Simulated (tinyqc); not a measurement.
The 3-omega method: a line heater on a substrate with a thin film: one step, computed by the program tinyqc. Command: `OMP_NUM_THREADS=1 python tinyqc.py 3005206 3005207 out.jsonl threeomega walk`. One thread of a shared host (Intel(R) Xeon(R) Processor @ 2.30GHz), about 0.01 s of CPU time with the checks.

A current at angular frequency omega = 2 pi f heats the line at 2 omega with the amplitude P per length; the temperature swing Delta T at 2 omega gives a voltage at 3 omega. The substrate is taken as semi-infinite and isotropic, and the heat capacity of heater and film is left out.

Question. Penetration depth. D = kappa/C; q = sqrt(2 i omega/D); penetration depth 1/|q| = sqrt(D/(2 omega)).

Inputs (values chosen for the exercise, modelled on a phase-change telluride on silica):

| quantity | value | unit |
|---|---|---|
| substrate conductivity kappa | 1.41 | W/(m K) |
| substrate heat capacity C | 1.59 | 1e6 J/(m^3 K) |
| heater half-width b | 8.8 | micrometre |
| current frequency f | 24 | Hz |
| substrate thickness d_s | 725 | micrometre |

Give: diffusivity D; penetration depth; |q| b; penetration depth / d_s.

Answer.

diffusivity D = 0.8868 mm^2/s

penetration depth = 54.23 micrometre

|q| b = 0.1623

penetration depth / d_s = 0.07479
